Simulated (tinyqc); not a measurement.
Worked calculation: six-band hole subbands of a thin body in a field. Values are carried at full precision from step to step, so a last printed digit may differ when a step is redone from the rounded ones.

Constants: hbar^2/2m0 = 3.80998211 eV angstrom^2.

Inputs chosen for the exercise (near those of a p-type Si channel; shifted at random, so the results belong to these values and not to a real crystal):
- S = (7.81, -2.1, 12.75) 1/TPa (compliances s11, s12, s44)
- sx = 1 GPa (stress along the channel [1-10], negative in compression)
- b = -2.06 eV (tetragonal potential)
- d = -4.78 eV (trigonal potential)
- g1 = 4.28 (Luttinger gamma1)
- g2 = 0.34 (gamma2)
- g3 = 1.45 (gamma3)
- face = 110 (surface)
- Dso = 0.045 eV (spin-orbit splitting)
- t = 45 angstrom (body thickness)
- F = 0.5 MV/cm (field across the body)
- kmax = 0.08 1/angstrom (end of the path)

## Strain and its block

exx = eyy = (s11 + s12) sx/2, ezz = s12 sx, exy = -s44 sx/4 (1 GPa/TPa = 1e-3). With e0 the traceless part, B_XX = 2b e0xx - b (e0yy + e0zz) and B_XY = sqrt(3) d exy.

strain, lower triangle:
```
           x         y          z
x   0.002855
y  -0.003187  0.002855
z          0         0  -0.002100
```

B (eV), lower triangle:
```
          X         Y        Z
X  -0.01021
Y   0.02639  -0.01021
Z         0         0  0.02041
```

## Confinement masses without spin-orbit coupling

C(n n^T)/c has C_XX = (g1 + 4 g2) nx^2 + (g1 - 2 g2)(ny^2 + nz^2) and C_XY = 6 g3 nx ny, n the unit normal; its eigenvalues are the inverse masses along n.

C(n n^T)/c, lower triangle:
```
        X       Y       Z
X  4.6200
Y  4.3500  4.6200
Z       0       0  3.6000
```

masses (m0): 3.7037  0.2778  0.1115

The heaviest mass, 3.70, comes from a near cancellation among the gammas, so a few per cent in them move it strongly.

## The matrix for one sine at q = 0

Basis X, Y, Z times spin, hole energies counted downwards from the unstrained edge (the hydrostatic shift is left out), c = hbar^2/2m0. For a symmetric tensor T let C(T) have C_XX = L Txx + M (Tyy + Tzz), C_XY = N Txy (cyclic), L = c (g1 + 4 g2), M = c (g1 - 2 g2), N = 6 c g3. k = q + kz n, n the unit normal, q = k1 u + k2 v with u along the channel [1-10] and v = n x u. H = C(k k^T) + (Dso/3)(1 - L.sigma) - B + e F z with (L_k)_ij = -i epsilon_kij; B is the block C built from the traceless strain with 2b, -b and sqrt(3) d in place of L, M, N. Strain: exx = eyy = (s11 + s12) sx/2, ezz = s12 sx, exy = -s44 sx/4. Hard walls at z = 0 and t; basis sin(j pi z/t), j = 1 to Nz: kz^2 = (j pi/t)^2, kz = -i D with D_jl = 4 j l/(t (j^2 - l^2)), z_jj = t/2 and z_jl = -8 t j l/(pi (j^2 - l^2))^2 for j + l odd; 1 MV/cm = 0.01 eV/angstrom.

Nz = 1, in meV.

H (meV), lower triangle (Hermitian):
```
              X+       Y+      Z+            X-      Y-      Z-
X+        223.50
Y+  54.39-15.00i   223.50
Z+             0        0  173.94
X-             0        0   15.00        223.50
Y-             0        0  15.00i  54.39+15.00i  223.50
Z-        -15.00  -15.00i       0             0       0  173.94
```

## Its levels

Diagonalise; the levels come in pairs. Give each pair and its weights on X, Y, Z, summed over spin and averaged over the pair.

levels (meV): 156.30  182.06  282.57

weights:
```
   pair 1  pair 2  pair 3
X   0.295   0.217   0.488
Y   0.295   0.217   0.488
Z   0.410   0.566   0.024
```

## More sines

The four lowest pairs at q = 0.

Hole energies (meV):
```
Nz  pair 1  pair 2  pair 3  pair 4
1   156.30  182.06  282.57       -
2   129.92  167.16  215.85  279.40
4   118.28  161.16  179.08  223.81
8   117.52  160.01  176.21  213.51
16  117.52  160.01  176.20  213.50
```

One sine is 38.79 meV off in the top subband, since the field mixes the sines. The second pair lies 42.5 meV deeper.

## Dispersion of the top subband

Nz = 14; the two lowest levels (spin-split where the field breaks inversion), in meV from their value at q = 0.

Energies (meV):
```
|q| (1/angstrom)     u a     u b    v a    v b
0.020              12.30   13.31   5.44   5.49
0.040              48.91   49.69  21.82  21.84
0.060              89.39   92.39  48.73  49.12
0.080             125.70  127.33  85.13  86.97
```

From the mean of each pair in the first row, c q^2/E gives 0.12 m0 along u and 0.28 m0 along v. The largest distance between a and b in the table is 3.00 meV. These masses hold for the first row only: the band bends further out.

## Checks

- Top level at q = 0 on (001) without field and stress against c (g1 - 2 g2)(pi/t)^2, eV: both 0.06685.
- Hermiticity, and E(q) against E(-q): they agree to 1e-10 or better.

Run: tinyqc, `OMP_NUM_THREADS=1 python tinyqc.py 1281848 1281849 out.jsonl`; Intel(R) Xeon(R) Processor @ 2.30GHz, one thread, shared host; about 0.4 s of CPU time with all checks.
